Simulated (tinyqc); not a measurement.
Worked calculation: Pariser-Parr-Pople SCF with singles CI, for the molecule C=CC=CC=CC=C (SMILES; centres numbered as the heavy atoms are written). One step of it, computed by the program tinyqc.

Problem. Singles CI, singlets. Over the 4 single excitations with the smallest orbital gaps: A = (e_a - e_i) delta + 2 (ia|jb) - (ij|ab), with (pq|rs) = sum c_mp c_mq gamma_mn c_nr c_ns. f = 2/3 w |mu|^2 in atomic units, mu = sqrt2 sum c_ia sum_m c_mi c_ma R_m.

orbital energies (eV): -13.512180  -12.426592  -10.696646  -8.477681  -2.712319  -0.493354  1.236592  2.322180

coefficients:
```
         MO1        MO2        MO3        MO4        MO5        MO6        MO7        MO8
1C  0.172757   0.324629   0.431269   0.422821   0.422821   0.431269  -0.324629  -0.172757
2C  0.301217   0.460634   0.404790   0.182289  -0.182289  -0.404790   0.460634   0.301217
3C  0.408107   0.392640  -0.046407  -0.420867  -0.420867  -0.046407  -0.392640  -0.408107
4C  0.461380   0.168126  -0.384705  -0.332962   0.332962   0.384705   0.168126   0.461380
5C  0.461380  -0.168126  -0.384705   0.332962   0.332962  -0.384705   0.168126  -0.461380
6C  0.408107  -0.392640  -0.046407   0.420867  -0.420867   0.046407  -0.392640   0.408107
7C  0.301217  -0.460634   0.404790  -0.182289  -0.182289   0.404790   0.460634  -0.301217
8C  0.172757  -0.324629   0.431269  -0.422821   0.422821  -0.431269  -0.324629   0.172757
```

repulsion gamma_rs (eV), lower triangle:
```
           1C         2C         3C         4C         5C         6C         7C         8C
1C  11.130000
2C   5.345504  11.130000
3C   3.872202   5.346849  11.130000
4C   2.880878   3.872231   5.344561  11.130000
5C   2.343816   2.881414   3.872202   5.345808  11.130000
6C   1.946733   2.343827   2.880878   3.872202   5.344561  11.130000
7C   1.680513   1.946998   2.343827   2.881414   3.872231   5.346849  11.130000
8C   1.467807   1.680513   1.946733   2.343816   2.880878   3.872202   5.345504  11.130000
```

Centres (angstrom, eV; a flat drawing with bonds scaled to 1.40 angstrom):
```
centre          x          y  core charge z          W   gamma_rr
1C      -4.252000  -0.231000              1  11.160000  11.130000
2C      -3.020000   0.434000              1  11.160000  11.130000
3C      -1.828000  -0.299000              1  11.160000  11.130000
4C      -0.596000   0.367000              1  11.160000  11.130000
5C       0.596000  -0.367000              1  11.160000  11.130000
6C       1.828000   0.299000              1  11.160000  11.130000
7C       3.020000  -0.434000              1  11.160000  11.130000
8C       4.252000   0.231000              1  11.160000  11.130000
```

Give: singlet CI matrix; singlet excitation energies; oscillator strengths.

Solution.

singlet CI matrix (eV), lower triangle:
```
        4>5     4>6     3>5     2>5
4>5  3.8046
4>6  0.0000  5.5613
3>5  0.0000  0.4508  5.5613
2>5  0.0266  0.0000  0.0000  6.9904
```

singlet excitation energies (eV): 3.8044  5.1106  6.0121  6.9907

oscillator strengths: 2.2984  0.0000  0.0000  0.0233
